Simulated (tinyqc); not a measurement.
Free and trapped electrons in a MOS channel with a dense trap tail: two steps of the calculation.

p-type body, charge-sheet picture, full ionisation (an idealisation for deep acceptors), Boltzmann statistics for free electrons. e = Ec - EF at the surface. Acceptor-like traps of density D(E) = D0 + De exp(-E/Ew) at depth E below Ec, from 0 to Eu, hold n_t = integral of D(E)/(1 + exp((e - E)/Vt)). psi = Eg - Vt ln(Nv/Na) - e; N_dep = sqrt(2 eps0 eps_r Na (psi - Vt)/q); n_f = sqrt(N_dep^2 + 2 eps0 eps_r Vt Nc exp(-e/Vt)/q) - N_dep; Vg = Vfb + psi + q (N_dep + n_t + n_f)/Cox, Cox = eps0 eox/tox.

Values chosen for this exercise; band and dielectric values close to those of 4H silicon carbide:
```
symbol,value,unit,meaning
T,300,K,temperature
Eg,3.29,eV,band gap
eps_r,9.73,,relative permittivity
Nc,1.69e19,cm^-3,conduction-band density of states at T
Nv,2.54e19,cm^-3,valence-band density of states at T
eox,3.9,,relative permittivity of the insulator
tox,73,nm,insulator thickness
Na,4.5e15,cm^-3,acceptor density
Vfb,-2.6,V,flat-band voltage without trapped charge
D0,2.5e10,cm^-2 eV^-1,constant background density of acceptor-like traps
De,3.8e13,cm^-2 eV^-1,density of the tail at the conduction edge
Ew,0.07,eV,decay energy of the tail
Eu,0.75,eV,depth below Ec down to which the traps reach
mf,94,cm^2/(V s),mobility of free electrons
e,0.057,eV,Ec - EF at the surface
```

Constants: q = 1.602176634e-19 C, kB = 1.380649e-23 J/K, Vt = kB T/q, eps0 = 8.8541878128e-14 F/cm where lengths are in cm. Results are converted to the units shown.

Task 1. Trapped charge. Trapezoid rule on 12 equal steps from 0 to Eu, f = 1/(1 + exp((e - E)/Vt)).

Find: E; D(E) f; n_t.

Result 1.

```
point,E (eV),D(E) f (cm^-2 eV^-1)
0,0,3.7765e12
1,0.062500,8.6185e12
2,0.12500,5.9668e12
3,0.18750,2.6173e12
4,0.25000,1.0928e12
5,0.31250,4.6247e11
6,0.37500,2.0414e11
7,0.43750,9.8357e10
8,0.50000,5.5039e10
9,0.56250,3.7300e10
10,0.62500,3.0037e10
11,0.68750,2.7062e10
12,0.75000,2.5845e10
```

n_t = 1.3194e12 cm^-2

Task 2. Charges and gate voltage. psi, N_dep, n_f and Vg as defined, with the n_t given; free share n_f/(n_f + n_t); apparent mobility mf n_f/(n_f + n_t); gate voltage spent on traps q n_t/Cox.

n_t = 1.3194365e12 cm^-2

Wanted: psi; N_dep; n_f; Vg; free share; apparent mobility; gate voltage spent on traps.

Result 2.

psi = 3.0097 V
N_dep = 3.8000e11 cm^-2
n_f = 4.3393e11 cm^-2
Vg = 7.6355 V
free share = 24.749 %
apparent mobility = 23.264 cm^2/(V s)
gate voltage spent on traps = 4.4690 V

Computed by the program tinyqc: `OMP_NUM_THREADS=1 python tinyqc.py 2222226 2222227 out.jsonl`, one thread of a shared Intel Xeon 2.30GHz, about 0.02 s for the whole run.
